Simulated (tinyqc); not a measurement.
Inside a calculation: type-II superlattice in the two-band Kane model. Values are carried at full precision from step to step, so a last printed digit may differ when a step is redone from the rounded ones.

Motion along the axis, period d = a + b, c = hbar^2/2m0. Conduction and light-hole bands couple: (E - Ec)(E - Ev) = Ep c k^2 in each layer, with mass m(E) = (E - Ev)/Ep, which may be negative. The conduction envelope psi and psi'/m(E) are continuous; a layer carries them by [[cos kt, (m/k) sin kt], [-(k/m) sin kt, cos kt]] (cosh and sinh for k^2 < 0), and cos(q d) = tr(M_B M_A)/2. C1 is the first miniband above EvB, with its bottom at tr/2 = +1 and its top at -1; the gap is the bottom of C1 less the top heavy-hole level HH1.

Constants: hbar^2/2m0 = 3.80998211 eV angstrom^2; hc = 1239.841984 eV nm.

Values chosen for the exercise (near those of an InAs/GaSb superlattice; shifted at random, so the results belong to these values and not to a real crystal):
- a = 46 angstrom (layer A)
- b = 43 angstrom (layer B)
- EcA = 0 eV (conduction edge of A)
- EvA = -0.417 eV (valence edge of A)
- EcB = 0.935 eV (conduction edge of B)
- EvB = 0.129 eV (valence edge of B)
- EpA = 14.6 eV (coupling energy in A)
- EpB = 18.2 eV (coupling energy in B)
- E = 0.211 eV (trial energy)
- mhA = 0.33 m0 (heavy hole in A)
- mhB = 0.27 m0 (heavy hole in B)

## Wave numbers and masses at one energy

Give k^2 and m(E) in both layers.

Layers:
```
layer  k^2 (1/angstrom^2)  m(E) (m0)
A               0.0023821    0.04301
B             -0.00085617    0.00451
```

In B the decay constant is 0.0293 1/angstrom; across the gap of B it peaks at mid-gap, at 0.0484, and vanishes at both edges.

## Transfer matrices

Form M_A, M_B and half the trace of their product.

M_A (angstrom units):
```
          1         2
1  -0.62437   0.68841
2  -0.88633  -0.62437
```

M_B (angstrom units):
```
        1        2
1  1.9016  0.24905
2  10.504   1.9016
```

tr/2 = 2.3179

E lies in a gap of the coupled bands.

## Edges and effective gap

Heavy holes are uncoupled: with e = EvB - E, p = sqrt(mhB e/c), w = sqrt(mhA (EvB - EvA - e)/c), the top level HH1 at q = 0 solves (p/mhB) tan(p b/2) = (w/mhA) tanh(w a/2).

C1 is the first miniband above EvB: bottom at tr/2 = +1, top at -1. The gap is its bottom less HH1; cut-off wavelength hc/gap.

bottom of C1 = 0.2417 eV
top of C1 = 0.2860 eV
HH1 = 0.0818 eV
gap = 0.1599 eV
cut-off = 7.75 micrometre

The bulk edges overlap by 129 meV; confinement lifts the electrons by 242 meV and lowers the holes by 47 meV, which opens the gap. It is 0.38 of the smaller bulk gap.

## Electron mass along the axis

m_z = -2 c f'/d^2 with f = tr/2 differentiated at the bottom of C1 (central difference of 1e-6 eV); compare the bulk edge mass (EcA - EvA)/EpA.

f' = -44.73 1/eV
m_z = 0.0430 m0
bulk edge mass of A = 0.0286 m0

## Checks

- Bottom of C1 from the two-band matrix on a staggered grid of 0.5 angstrom against the transfer matrix, eV: both 0.242.

(tinyqc, `OMP_NUM_THREADS=1 python tinyqc.py 1252401 1252402 out.jsonl`, Intel(R) Xeon(R) Processor @ 2.30GHz, 1 thread, shared host, about 0.2 s.)
